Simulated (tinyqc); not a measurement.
## Poole-Frenkel parameters from three currents

Question. Poole-Frenkel conduction in an insulator follows J = s0 F exp[-(pt - sqrt(q F/(pi eps0 ei)))/Vt], Vt = kB T/q, F in V/cm. Find ei, pt and s0.

Constants: q = 1.602176634e-19 C, kB = 1.380649e-23 J/K, eps0 = 8.8541878128e-14 F/cm where lengths are in cm. Results are converted to the units shown.

J at (1.12 MV/cm, 325 K), (4.5 MV/cm, 325 K) and (4.5 MV/cm, 375 K) (A/cm^2): [1.8798228e-9, 0.0027875276, 0.040783280]

Answer. The two fields give the lowering coefficient and so ei; the two temperatures give the lowered barrier, to which the lowering is added back.

ei = 5.050
pt = 1.280 eV
s0 = 0.3400 S/cm

tinyqc, about 0.01 s, one thread, Intel Xeon 2.30GHz (shared host): `OMP_NUM_THREADS=1 python tinyqc.py 2370118 2370119 out.jsonl`
